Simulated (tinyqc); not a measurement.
Inside a calculation. Method: extended Hueckel theory, for H3+. The parameters take no account of the charge, which enters only through the electron count. One step of it, computed by the program tinyqc.

Task: Mulliken analysis. P = C n C^T; charge = valence electrons (H 1) minus the sum of (P S)_ii on the atom; overlap population = 2 sum P_ij S_ij between two atoms.

coefficients:
```
            MO1        MO2        MO3
1H 1s  0.398185  -0.593090   1.110470
2H 1s  0.398185  -0.593090  -1.110470
3H 1s  0.388731   1.215026   0.000000
```

occupations: 2.000000  0.000000  0.000000

overlap S, lower triangle:
```
          1H 1s     2H 1s     3H 1s
1H 1s  1.000000
2H 1s  0.594532  1.000000
3H 1s  0.554405  0.554405  1.000000
```

Give: charges; Overlap populations.

Result:

charges: 1H 0.3227, 2H 0.3227, 3H 0.3545

Overlap populations:
```
pair     value
2-1   0.377055
3-1   0.343258
3-2   0.343258
```
